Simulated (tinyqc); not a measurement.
# Thermal stress, cracking, delamination and buckling of a thin film; Griffith cracks and misfitting inclusions, step by step

A worked calculation. Computed by tinyqc, a small Python program that keeps every step. Command: `OMP_NUM_THREADS=1 python tinyqc.py 3008003 3008004 out.jsonl filmcrack walk`. One thread of a shared host (Intel(R) Xeon(R) Processor @ 2.30GHz), about 0.01 s of CPU time with the checks. Intermediate numbers are printed to about 7 digits and carried at full precision; extremes and crossings named in words are read from the listed rows.

Isotropic linear elasticity; the substrate is much thicker than the film; stress is positive in tension.

Inputs (values chosen for the exercise, modelled on a copper film on silicon):
```
quantity                          value        unit
film Young's modulus E              117         GPa
film Poisson ratio nu              0.34           -
film expansion alpha_f             17.3      1e-6/K
substrate expansion alpha_s         2.9      1e-6/K
deposition temperature T_d          475           K
final temperature T                 300           K
intrinsic stress                    -93         MPa
film thickness h                   0.17  micrometre
film toughness Gamma_f             2.91       J/m^2
interface toughness Gamma_i         2.2       J/m^2
substrate Young's modulus E_s       142         GPa
substrate Poisson ratio nu_s        0.2           -
flaw half length a                 0.28  micrometre
substrate surface energy gamma_s      2       J/m^2
inclusion radius R                 0.28  micrometre
```

Inclusion: long cylinder (a filled via).

## Stress in the film

Thermal strain = (alpha_f - alpha_s)(T_d - T); stress = E/(1 - nu) x strain + intrinsic stress; plane-strain modulus Ebar = E/(1 - nu^2); G0 = stress^2 h/(2 Ebar) is the energy freed per area when a long strip loses its stress across its width.

thermal strain = 0.00252

film stress = 353.7273 MPa

Ebar = 132.2931 GPa

G0 = 0.08039312 J/m^2

The film ends in tension; the thermal part is 447 MPa.

## Elastic mismatch

Dundurs alpha = (Ebar - Ebar_s)/(Ebar + Ebar_s), with Ebar_s = E_s/(1 - nu_s^2). The channel-crack factor is taken as g = 1.258 (1 - alpha)^(-0.7), a rough interpolation chosen for the exercise (1.258 is the value for matched materials).

Dundurs alpha = -0.05575676

factor g = 1.211117

The stiffer substrate holds the crack faces and lowers the driving force.

## Channel cracks and edge delamination

Channel crack through the film: G = pi g G0, critical thickness where G = Gamma_f. Steady delamination from an edge: G = G0, critical thickness where G = Gamma_i.

driving force for channelling = 0.3058825 J/m^2

critical thickness for channelling = 1.617287 micrometre

critical thickness for delamination = 4.652139 micrometre

As the film thickens, channel cracking comes first. At h the film is safe against both. Caution: plastic flow makes a ductile metal film far tougher than the brittle value used here.

## Griffith crack in the substrate

Through crack of length 2a in plane strain: K_Ic = sqrt(2 gamma_s E_s/(1 - nu_s^2)); fracture stress = K_Ic/sqrt(pi a). An edge crack of depth a has K larger by 1.1215.

toughness K_Ic = 0.7691987 MPa m^0.5

fracture stress, inner crack = 820.1336 MPa

fracture stress, edge crack = 731.2827 MPa

The inner crack lowers the strength to 5.8 % of the ideal E_s/10.

## A misfitting inclusion

Film material fills a long cylinder of radius R in the substrate, with the misfit e = thermal strain (it wants to shrink if e > 0). With the axial strain held by the substrate, s0 = (1 + nu) e/[(1 + nu)(1 - 2 nu)/E + (1 + nu_s)/E_s]; inside s_rr = s_tt = s0 and s_zz = E e + 2 nu s0; outside s_rr = s0 (R/r)^2, s_tt = -s_rr. Keep-out radius: where |s_rr| falls to 10 MPa (R if it is lower at the wall).

radial stress at the wall s0 = 278.7136 MPa

mean stress inside = 347.2642 MPa

keep-out radius = 1.478213 micrometre

The stress does not depend on R; its reach scales with R. Hydrostatic tension inside drives voids to form.

## Film, cylinder and sphere at the same misfit

Thermal misfit e alone, mean stress = trace/3 and largest difference of principal stresses inside. Film: E e/(1 - nu) in two directions, 0 in the third. Cylinder: s0 = (1 + nu) e/[(1 + nu)(1 - 2 nu)/E + (1 + nu_s)/E_s] twice and s_zz = E e + 2 nu s0. Sphere: e/[(1 - 2 nu)/E + (1 + nu_s)/(2 E_s)] three times.

Stresses inside (MPa):
```
shape           s1        s2        s3      mean  largest difference
film      446.7273  446.7273    0.0000  297.8182            446.7273
cylinder  278.7136  278.7136  484.3653  347.2642            205.6516
sphere    362.0484  362.0484  362.0484  362.0484              0.0000
```

The mean stress in size is 298 MPa in the film, 347 in the cylinder and 362 in the sphere, while the largest difference, twice the largest shear stress, goes from 447 through 206 to 0. In a ductile solid shear can relax by slip and hydrostatic stress cannot, so a confined metal builds up the triaxial stress that opens voids.

Checks made by the program: fracture stress against the maximum of 4 a gamma - pi a^2 s^2/Ebar (relative difference 5e-09).
